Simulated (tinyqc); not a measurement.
Epitaxial growth on a vicinal surface: Burton-Cabrera-Frank step flow, step-edge barrier and island nucleation: one step, computed by the program tinyqc.

Adatoms land at rate F, hop on a square grid (a simplification for hexagonal faces), desorb, or join steps. Lengths are in units of a and n is the adatom coverage. Steps ascend at x = 0 and descend at x = l.

Task: Terrace solution. D n'' - n/tau + F = 0 with n(0) = n_eq and -l_s n'(l) = n(l) - n_eq. With u = n - F tau, A = n_eq - F tau, y = l/x_s, s = l_s/x_s: u = A cosh(x/x_s) + B sinh(x/x_s), B = A (1 - cosh y - s sinh y)/(sinh y + s cosh y). Flux into the ascending step J+ = D B/x_s, over the descending one J- = -(D/x_s)(A sinh y + B cosh y); step velocity J+ + J-; growth rate (J+ + J-)/l. For small y: J+ + J- = (F - n_eq/tau) l, J-/J+ = l/(l + 2 l_s). The coverage peaks where n' = 0, tanh(x/x_s) = -B/A.

Inputs (values chosen for the exercise, close to those used for 4H-SiC(0001)): deposition rate F = 0.23 layers/s; temperature T = 1640 C.

D = 1.227369e+08 a^2/s

lifetime tau = 0.003131155 s

diffusion length x_s = 619.9259 a

equilibrium coverage n_eq = 4.502289e-05

terrace width l = 11.70055 a

Schwoebel length l_s = 2.797889 a

Give: J+; J-; growth rate; peak coverage; position of the peak.

Result:

J+ = 1.505 atoms per step site and s

J- = 1.018 atoms per step site and s

growth rate = 0.2156 layers/s

peak coverage = 4.507e-05

position of the peak = 6.979 a
